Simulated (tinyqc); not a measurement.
# Double-gate transistor below threshold, two-dimensional Poisson equation on a small mesh: several studies

Half of a symmetric double-gate structure: row 0 is the mid-plane of the body, where the normal field vanishes. Mobile charge is neglected (subthreshold), the body is fully depleted, and potentials are counted from the intrinsic level; rows run upward to the gate, columns from source to drain.

Inputs (values chosen for the exercise); semiconductor permittivity close to that of In0.53Ga0.47As:
- T = 400 K (temperature)
- eps_r = 14 (relative permittivity of the semiconductor)
- eox = 25 (relative permittivity of the insulator)
- tb = 4 nm (half the body thickness)
- tox = 7.2 nm (insulator thickness)
- L = 42 nm (channel length)
- Na = 0 cm^-3 (acceptor density of the depleted body)
- Vbi = 0.53 V (potential of the source)
- Vfb = 0.05 V (gate offset)
- Vg = -0.1 V (gate voltage)
- Vd = 1 V (drain voltage)

Constants: q = 1.602176634e-19 C, kB = 1.380649e-23 J/K, Vt = kB T/q, eps0 = 8.8541878128e-14 F/cm where lengths are in cm. Results are converted to the units shown.

Each table varies one quantity; the others keep the values above.

## Effect of the drain voltage

Mesh: rows i = 0..12 in the semiconductor (step hs = tb/12, row 12 on the interface), then 8 step(s) ho = tox/8 up to the gate row 20; columns j = 0..80 (step hy = L/80). Box integration, divided by eps0: up_i = eps hy/h of the interval above row i, dn_i = that of the interval below (0 for row 0), lat_i = (sum of eps h/2 over the intervals above and below)/hy, s_i = -q Na w_i hy/eps0 with w_i the semiconductor height of the box (hs/2 for row 0 and the interface row, hs between, 0 in the insulator). Each free node obeys (up + dn + 2 lat) psi = up psi(above) + dn psi(below) + lat [psi(left) + psi(right)] + s. Fixed values: gate row Vg - Vfb; column 0 at Vbi and the last column at Vbi + Vd in the semiconductor, each running linearly to Vg - Vfb across the insulator. The system is solved directly. On row 0 the minimum of psi and its place come from a parabola through the three lowest nodes; barrier = Vbi - minimum, swing = Vt ln 10/(d psi/dVg), DIBL = (d psi/dVd)/(d psi/dVg) there. Lambda = pi/k with k the smallest positive root of tan(k tox) tan(k tb) = eox/eps_r.

Effect of the drain voltage:
```
Vd (V)  L/Lambda  barrier (V)  place y/L  swing (mV/decade)  DIBL (mV/V)
0.05       2.170       0.6285     0.4948              85.63        38.05
0.25       2.170       0.6219     0.4769              85.71        33.72
0.45       2.170       0.6159     0.4626              85.85        30.62
0.65       2.170       0.6105     0.4506              86.01        28.26
0.85       2.170       0.6055     0.4403              86.20        26.39
1.05       2.170       0.6008     0.4312              86.39        24.86
```

As Vd goes from 0.05 to 1.05 V, the barrier falls from 0.629 to 0.601 V, the swing rises from 85.6 to 86.4 mV a decade and DIBL falls from 38.0 to 24.9 mV/V; the ideal swing is 79.4. The barrier top moves from y/L = 0.495 to 0.431, towards the source.

## Effect of the acceptor density of the depleted body

Same model as above.

Result of one run:
```
Na (cm^-3)  L/Lambda  barrier (V)  place y/L  swing (mV/decade)  DIBL (mV/V)
3e18           2.170       0.6896     0.4378              86.25        25.96
```

What becomes of these results when the acceptor density of the depleted body Na is changed from 3e18 to 5e17 cm^-3, all else the same?

Result of the changed run:
```
Na (cm^-3)  L/Lambda  barrier (V)  place y/L  swing (mV/decade)  DIBL (mV/V)
5e17           2.170       0.6165     0.4341              86.32        25.35
```

The whole series:
```
Na (cm^-3)  L/Lambda  barrier (V)  place y/L  swing (mV/decade)  DIBL (mV/V)
0              2.170       0.6019     0.4334              86.34        25.22
5e17           2.170       0.6165     0.4341              86.32        25.35
1e18           2.170       0.6311     0.4349              86.31        25.48
2e18           2.170       0.6604     0.4364              86.28        25.72
3e18           2.170       0.6896     0.4378              86.25        25.96
5e18           2.170       0.7481     0.4404              86.19        26.42
```

As Na goes from 0 to 5e18 cm^-3, the barrier rises from 0.602 to 0.748 V, the swing stays near 86.3 mV a decade and DIBL rises from 25.2 to 26.4 mV/V; the ideal swing is 79.4. The barrier top moves from y/L = 0.433 to 0.440.

## Effect of the channel length

Same model as above.

Effect of the channel length:
```
L (nm)  L/Lambda  barrier (V)  place y/L  swing (mV/decade)  DIBL (mV/V)
17        0.8784       0.1444     0.3021              196.2        323.0
21         1.085       0.2728     0.3544              140.5        197.0
26         1.343       0.4005     0.3883              112.2        113.7
31         1.602       0.4912     0.4084              98.74        68.87
38         1.964       0.5722     0.4262              89.34        35.94
46         2.377       0.6235     0.4392              84.29        17.84
56         2.894       0.6548     0.4502              81.49        7.690
68         3.514       0.6705     0.4589              80.16        2.865
```

Read the table: what changes, and by how much?

As L goes from 17 to 68 nm, the barrier rises from 0.144 to 0.670 V, the swing falls from 196 to 80.2 mV a decade and DIBL falls from 323 to 2.87 mV/V; the ideal swing is 79.4. L/Lambda goes from 0.88 to 3.5. Between the last two rows DIBL decays with a length of 12.2 nm; 2 Lambda/pi is 12.3 nm. At L = 17 nm the barrier is under 6 Vt, so mobile charge, neglected here, begins to count.

Computed by the program tinyqc: `OMP_NUM_THREADS=1 python tinyqc.py 2480105 2480106 out.jsonl`, one thread of a shared Intel Xeon 2.30GHz, about 0.1 s for the whole run.
